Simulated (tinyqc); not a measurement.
Inside a calculation. Method: plane-wave Kohn-Sham cycle with exchange-only LDA in a layered model solid. One step of it, computed by the program tinyqc.

Problem. Iteration 1: potential. V_H(G) = 4 pi rho(G)/G^2 for G != 0 (uniform background); v_x = -(3 rho/pi)^(1/3); V = V_ext + V_H + v_x; Fourier components f(G_m) = (1/N) sum_j f(x_j) exp(-i G_m x_j).

A solid whose potential varies along x alone (atomic units):
```
parameter                      value
period a                   14.700000
cross-section of the cell  30.000000
electrons per cell                 2
grid points                       16
plane waves -n..n, n               3
k points                           2
V1 in V1 cos(2 pi x/a)     -0.440000
```

density at the start, on the grid x_j = j a/N (e/bohr^3): 0.00453515  0.00453515  0.00453515  0.00453515  0.00453515  0.00453515  0.00453515  0.00453515  0.00453515  0.00453515  0.00453515  0.00453515  0.00453515  0.00453515  0.00453515  0.00453515

Give: Potentials on the grid; V(G_m), m = 0, 1, 2, ....

Solution.

Potentials on the grid (hartree):
```
x          V_ext     V_H      v_x        V
0.0000   -0.4400  0.0000  -0.1630  -0.6030
0.9187   -0.4065  0.0000  -0.1630  -0.5695
1.8375   -0.3111  0.0000  -0.1630  -0.4741
2.7563   -0.1684  0.0000  -0.1630  -0.3314
3.6750         0  0.0000  -0.1630  -0.1630
4.5938    0.1684  0.0000  -0.1630   0.0054
5.5125    0.3111  0.0000  -0.1630   0.1481
6.4313    0.4065  0.0000  -0.1630   0.2435
7.3500    0.4400  0.0000  -0.1630   0.2770
8.2688    0.4065  0.0000  -0.1630   0.2435
9.1875    0.3111  0.0000  -0.1630   0.1481
10.1062   0.1684  0.0000  -0.1630   0.0054
11.0250        0  0.0000  -0.1630  -0.1630
11.9437  -0.1684  0.0000  -0.1630  -0.3314
12.8625  -0.3111  0.0000  -0.1630  -0.4741
13.7812  -0.4065  0.0000  -0.1630  -0.5695
```

V(G_m), m = 0, 1, 2, ... (hartree): -0.1630  -0.2200  0.0000  0.0000  0.0000  0.0000  0.0000
